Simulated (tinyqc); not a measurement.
Scan in temperature at fixed frequency: admittance spectroscopy and thermally stimulated current of one trap level in a depletion layer. Computed by tinyqc, a small Python program. Command: `OMP_NUM_THREADS=1 python tinyqc.py 3112145 3112146 out.jsonl admit walk`. One thread of a shared host (Intel(R) Xeon(R) Processor @ 2.30GHz), about 0.01 s of CPU time with the checks.

A Schottky junction on n-type material holds one donor-like electron trap; shallow donors are fully ionised and abrupt depletion edges are assumed.

Inputs (values chosen for the exercise, modelled on n-type GaN):

| quantity | value | unit |
|---|---|---|
| dielectric constant eps | 9.39 | - |
| density-of-states mass m | 0.208 | m_0 |
| shallow doping N | 2.9e+16 | 1/cm^3 |
| trap density N_t | 3.9e+15 | 1/cm^3 |
| trap depth E_t below the band | 0.274 | eV |
| capture cross section sigma | 1.5e-17 | cm^2 |
| band bending V_b | 2.3 | V |
| test frequency f | 10000 | Hz |

Constants: k_B = 1.380649e-23 J/K; m_0 = 9.1093837015e-31 kg; h = 6.62607015e-34 J s; k_B = 8.617333262e-05 eV/K; eps_0 = 8.8541878128e-12 F/m; e = 1.602176634e-19 C.

Method:
- N_c = 2 (2 pi m k_B T/h^2)^(3/2), v_th = sqrt(3 k_B T/m), emission rate e_n = sigma v_th N_c exp(-E_t/(k_B T)).
- Where the level crosses the Fermi level capture equals emission, so the trap follows the signal with the rate 2 e_n; G/omega peaks at omega = 2 e_n (the correction for large N_t/N is left out).
- Solve 2 e_n(T_p) = 2 pi f.
- With E_c - E_F = k_B T_p ln(N_c/N): lambda = sqrt(2 eps eps_0 (E_t - (E_c - E_F))/(e^2 N)); traps are empty and charged for x < x_t = w - lambda, and V_b = e (N w^2 + N_t x_t^2)/(2 eps eps_0). High frequency: C_hf = eps eps_0/w. Low frequency: C_lf = eps eps_0 (N + N_t)/(N w + N_t x_t).
- With x = omega/(2 e_n): C = C_hf + (C_lf - C_hf)/(1 + x^2), G/omega = (C_lf - C_hf) x/(1 + x^2); C_hf and C_lf are held at their values at T_p.

peak temperature T_p = 307.804 K

C_hf = 30.0003 nF/cm^2

C_lf = 30.9910 nF/cm^2

Admittance:

| T (K) | omega/(2 e_n) | C (nF/cm^2) | G/omega (nF/cm^2) |
|---|---|---|---|
| 270.9 | 5.2733 | 30.035 | 0.18135 |
| 283.2 | 2.8981 | 30.106 | 0.30547 |
| 292.4 | 1.9095 | 30.213 | 0.40715 |
| 301.6 | 1.2881 | 30.373 | 0.47988 |
| 307.8 | 1.0001 | 30.496 | 0.49534 |
| 314.0 | 0.7837 | 30.614 | 0.48099 |
| 323.2 | 0.5545 | 30.758 | 0.42014 |
| 335.5 | 0.3588 | 30.878 | 0.31489 |
| 350.9 | 0.2164 | 30.947 | 0.20476 |

The peak of G/omega is half the step, 0.495 nF/cm^2. Its full width is near 2 ln(2 + sqrt3) k_B T_p^2/(E_t + 2 k_B T_p) = 65.8 K.

Extremes, crossings and ranges named in words are read from the listed rows.
